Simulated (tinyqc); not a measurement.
## Well width for a wanted wavelength

Question. The layer is x parts of the first compound and 1 - x of the second, grown coherently on the second as substrate and barrier. Rows of the table: lattice constant a, average valence level Ea on an absolute scale, spin-orbit splitting so, gaps at Gamma, X and L, hydrostatic deformation potentials av and ac (Gamma), shear potential b, elastic constants, electron and heavy-hole (along z) masses. All are interpolated linearly in x; gaps get -C x (1 - x), taken wholly in the conduction band; real line-ups can differ from this model by 0.1 eV or more. In-plane strain e = (a_substrate - a)/a, e_z = -2 (c12/c11) e, volume change 2 e + e_z. With v = 2 e + e_z and d = 2 b (e_z - e): Eav = Ea + av v; E_hh = Eav + so/3 - d/2; E_lh = Eav - so/6 + d/4 + sqrt(so^2 + so d + 9 d^2/4)/2; E_c = Ea + so/3 + EG + ac v (Gamma). Substrate: E_v = Ea + so/3, E_c = E_v + EG. Well depths: dEc = E_c(substrate) - E_c, dEhh = E_hh - E_v(substrate), dElh likewise; strained Gamma gap E_c - max(E_hh, E_lh); positive values confine carriers in the layer. Lowest level of a finite well of width Lw and depth V: kw Lw/2 = arctan(sqrt((mw/mb)(V - E)/E)), kw = sqrt(mw E/C), C = hbar^2/(2 m0), for electrons (dEc) and heavy holes (dEhh), mb from the substrate; transition E_c - E_hh + both levels, without exciton binding; wavelength h c/E. Find Lw and the two levels.

Values chosen for this exercise:
```
symbol,value,unit,meaning
x,0.29,,fraction of the first compound in the layer
CG,0.1,eV,bowing of the Gamma gap
CX,0.27,eV,bowing of the X gap
CL,0.27,eV,bowing of the L gap
```

Constants: q = 1.602176634e-19 C, hbar = 1.054571817e-34 J s, h = 6.62607015e-34 J s, m0 = 9.1093837015e-31 kg, c = 299792458 m/s, hbar^2/(2 m0) = 0.0380998212 eV nm^2. Results are converted to the units shown.

Binary compounds, values chosen for the exercise:
```
,close to InAs,close to InP
a (angstrom),6.058,5.869
Ea (eV),-6.67,-7.04
so (eV),0.375,0.111
EG (eV),0.355,1.34
EX (eV),1.37,2.22
EL (eV),1.06,1.93
av (eV),1.01,1.28
ac (eV),-5.06,-5.08
b (eV),-1.81,-1.69
c11 (GPa),82.1,101
c12 (GPa),45,56.4
me (m0),0.0232,0.08
mh (m0),0.331,0.528
```

wavelength = 1154.4110 nm

Answer. Both levels fall steadily as the well widens, so the wavelength rises steadily and one width matches.

Lw = 13.00 nm
electron level = 18.58 meV
heavy-hole level = 3.784 meV

tinyqc, about 0.01 s, one thread, Intel Xeon 2.30GHz (shared host): `OMP_NUM_THREADS=1 python tinyqc.py 2690052 2690053 out.jsonl`
